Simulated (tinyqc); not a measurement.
Square-lattice Ising model by mean field, Bethe lattice, transfer matrix, exact enumeration and Monte Carlo steps: one step, computed by the program tinyqc. Command: `OMP_NUM_THREADS=1 python tinyqc.py 3027590 3027591 out.jsonl ising walk`. One thread of a shared host (Intel(R) Xeon(R) Processor @ 2.30GHz), about 0.04 s of CPU time with the checks.

H = -J sum over nearest pairs s_i s_j, s = +-1, no field, periodic boundaries; energies per site are in J. As a lattice gas or an alloy, s marks which species holds the site.

Problem. Reduced coupling. K = J/(k_B T). Onsager: k_B T_c/J = 2/ln(1 + sqrt 2); mean field: 4; Bethe lattice with z = 4: 2/ln 2.

Inputs (values chosen for the exercise, for a model lattice): coupling J = 67.2 meV; temperature T = 2740 K.

Constants: k_B = 8.617333262e-05 eV/K.

Give: K; critical temperatures.

Solution.

K = 0.2846

critical temperatures (K): exact 1770, Bethe 2250, mean field 3119

T lies above the exact and Bethe values but below the mean-field one.
